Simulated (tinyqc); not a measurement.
# Octagonal on-chip spiral inductor, lumped pi model, step by step

Program tinyqc, `OMP_NUM_THREADS=1 python tinyqc.py 2302005 2302006 out.jsonl`; Intel Xeon 2.30GHz, shared host, one thread, about 0.01 s. Printed values are rounded.

Outer diameter do = di + 2 n wd + 2 (n - 1) sp, mean da = (do + di)/2, fill p = (do - di)/(do + di), length l = 3.314 n da. L = 2.25 mu0 n^2 da/(1 + 3.55 p), mu0 = 4 pi 1e-7 H/m. Rs = rho l/(wd delta (1 - exp(-th/delta))), delta = sqrt(rho/(pi f mu0)). Cs = n wd^2 eps0 eo/hu across the coil. At each end Cox = l wd eps0 eo/(2 ho) leads to the substrate branch Rsi = 2 rs he/(l wd) in parallel with Csi = l wd eps0 11.7/(2 he). With one end grounded Y = 1/(Rs + i w L) + i w Cs + 1/[1/(i w Cox) + 1/(1/Rsi + i w Csi)], w = 2 pi f; Q = -Im Y/Re Y. Eddy currents in neighbouring turns and in the substrate are left out.

Parameters, values chosen for the exercise; values of the order met in silicon radio-frequency processes: number of turns n = 4.5; line width wd = 15 um; space between turns sp = 2 um; inner diameter di = 60 um; metal thickness th = 4 um; metal resistivity rho = 3 uohm cm; oxide below the coil ho = 8.6 um; oxide between coil and underpass hu = 1.1 um; relative permittivity of the oxide eo = 3.9; substrate resistivity rs = 1000 ohm cm; effective spreading depth in the substrate he = 30 um; frequency f = 1.8 GHz.

Constants: eps0 = 8.8541878128e-12 F/m. Results are converted to the units shown.

## Geometry and model elements

do, l, L, delta, Rs, Cs, Cox, Rsi and Csi as defined.

do = 209 um
l = 2005.799 um
L = 2.596069 nH
delta = 2.054681 um
Rs = 2.277493 ohm
Cs = 31.78452 fF
Cox = 60.40369 fF
Rsi = 19942.18 ohm
Csi = 51.94717 fF

Rs is 2.27 times the direct-current value in this empirical form, which overstates the skin effect of a flat slab when delta is near th and so stands in for some current crowding.

## Admittance, quality factor and apparent inductance

Series branch 1/(Rs + i w L), substrate branch, total Y, Q = -Im Y/Re Y, apparent inductance Im(1/Y)/w, metal-only value w L/Rs, share of the loss in the substrate Re(substrate branch)/Re Y.

series branch = 2.62612-33.85525i mS
substrate branch = 0.0144719+0.3164360i mS
Y = 2.64059-33.17934i mS
Q = 12.56512
apparent inductance = 2.648121 nH
w L/Rs = 12.89174
share of the loss in the substrate = 0.5480553 %

Q is 97.5 % of the metal-only value.
